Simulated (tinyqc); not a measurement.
Inside a calculation: density of states of one tight-binding band on the simple cubic lattice. Values are carried at full precision from step to step, so a last printed digit may differ when a step is redone from the rounded ones.

E(k) = -2 t (c1 + c2 + c3) - 4 t2 (c1 c2 + c2 c3 + c3 c1) with ci = cos(2 pi ki); k in fractions of the reciprocal vectors, mesh k_i = j/N with j = 0 .. N-1. Densities are per cell and per spin, so the band holds one state.

Parameters, chosen for this exercise: t = 0.91 eV (nearest hopping); t2 = 0.08 eV (second hopping); N = 6 (mesh points along each axis); bins = 8 (bins of the histogram); E_lo = -6.513 eV (lower end of the histogram); E_hi = 4.517 eV (upper end); E = 0.25 eV (energy at which the density is wanted); sigma = 0.273 eV (Gaussian width).

## Energies on the mesh

Evaluate the band at all 216 points and collect equal values.

Distinct energies:
```
E_k (eV)  points
-6.4200        1
-5.1900        6
-4.0400       12
-2.9700        8
-2.7300        6
-1.7400       24
-1.5000        3
-0.8300       24
-0.5900       12
0.2400        24
0.9900        24
1.2300        12
1.9000        24
2.1400         3
2.4900         8
2.7300         6
3.2400        12
3.9100         6
4.5000         1
```

The 216 points give 19 distinct energies between -6.4200 and 4.5000 eV; a dense mesh gives a band from -6.420 to 4.500 eV.

## Histogram

Count the points in equal bins from E_lo to E_hi; g = count/(all points x bin width).

Histogram:
```
from (eV)  to (eV)  points  g (1/eV)
-6.5130    -5.1342       7    0.0235
-5.1342    -3.7555      12    0.0403
-3.7555    -2.3767      14    0.0470
-2.3767    -0.9980      27    0.0907
-0.9980     0.3807      60    0.2015
0.3807      1.7595      36    0.1209
1.7595      3.1383      41    0.1377
3.1383      4.5170      19    0.0638
```

Empty bins: 0 of 8; the fullest holds 60 points.

## Gaussian broadening at one energy

Gaussian broadening: g(E) = mean over the mesh of exp(-(E - E_k)^2/(2 sigma^2))/(sigma sqrt(2 pi)), n(E) = mean of erfc((E_k - E)/(sigma sqrt 2))/2.

Sum over the distinct energies with their counts.

n(E) = 0.5019
g(E) = 0.1673 1/eV

## One tetrahedron of the mesh

For corner energies e1 <= e2 <= e3 <= e4 and eij = ei - ej, the share of the tetrahedron below E is n = (E - e1)^3/(e21 e31 e41) for e1 < E < e2; n = [e21^2 + 3 e21 x + 3 x^2 - (e31 + e42) x^3/(e32 e42)]/(e31 e41) with x = E - e2 for e2 < E < e3; n = 1 - (e4 - E)^3/(e41 e42 e43) for e3 < E < e4; its density of states is g = dn/dE.

corner energies, sorted (eV): [-1.7400, -0.8300, 0.9900, 1.9000]

Find its share below E and its density of states at E.

n = 0.5929
g = 0.5399 1/eV

E lies between corners 2 and 3.

## Sum over all linear tetrahedra

Each cube of the mesh, corners numbered 0 to 7 as the binary number (i j l), is cut into six tetrahedra around the diagonal 0-7: 0137, 0157, 0237, 0267, 0457, 0467. For corner energies e1 <= e2 <= e3 <= e4 and eij = ei - ej, the share of the tetrahedron below E is n = (E - e1)^3/(e21 e31 e41) for e1 < E < e2; n = [e21^2 + 3 e21 x + 3 x^2 - (e31 + e42) x^3/(e32 e42)]/(e31 e41) with x = E - e2 for e2 < E < e3; n = 1 - (e4 - E)^3/(e41 e42 e43) for e3 < E < e4; its density of states is g = dn/dE.

Average n and g over all pieces of the mesh. The reference uses the same method with N = 36.

n(E) = 0.5142
g(E) = 0.1689 1/eV
reference n(E) = 0.508
reference g(E) = 0.158 1/eV

On this mesh the linear method errs by +0.011 1/eV in g and +0.006 in n; the Gaussian sum erred by +0.009 and -0.006.

## Checks

- States below the top of the band by the linear method against one: both 1.000000.

Run: tinyqc, `OMP_NUM_THREADS=1 python tinyqc.py 1650648 1650649 out.jsonl`; Intel(R) Xeon(R) Processor @ 2.30GHz, one thread, shared host; about 0.2 s of CPU time with all checks.
